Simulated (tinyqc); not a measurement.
Admittance spectroscopy and thermally stimulated current of one trap level in a depletion layer: one step, computed by the program tinyqc.

A Schottky junction on n-type material holds one donor-like electron trap; shallow donors are fully ionised and abrupt depletion edges are assumed.

Question. Temperature of the peak. N_c = 2 (2 pi m k_B T/h^2)^(3/2), v_th = sqrt(3 k_B T/m), emission rate e_n = sigma v_th N_c exp(-E_t/(k_B T)). Where the level crosses the Fermi level capture equals emission, so the trap follows the signal with the rate 2 e_n; G/omega peaks at omega = 2 e_n (the correction for large N_t/N is left out). Solve 2 e_n(T_p) = 2 pi f.

Inputs (values chosen for the exercise, modelled on n-type germanium):

| quantity | value | unit |
|---|---|---|
| density-of-states mass m | 0.532 | m_0 |
| shallow doping N | 1.8e+16 | 1/cm^3 |
| trap density N_t | 9.3e+15 | 1/cm^3 |
| trap depth E_t below the band | 0.282 | eV |
| capture cross section sigma | 7.7e-15 | cm^2 |
| test frequency f | 2000 | Hz |

Constants: k_B = 1.380649e-23 J/K; m_0 = 9.1093837015e-31 kg; h = 6.62607015e-34 J s; k_B = 8.617333262e-05 eV/K.

Give: peak temperature T_p; N_c at T_p; e_n at T_p; E_c - E_F = k_B T_p ln(N_c/N).

Answer.

peak temperature T_p = 181.2 K

N_c at T_p = 4.571e+18 1/cm^3

e_n at T_p = 6283 1/s

E_c - E_F = k_B T_p ln(N_c/N) = 0.08646 eV

Caution: N_t/N is not small, so the peak moves away from omega = 2 e_n.
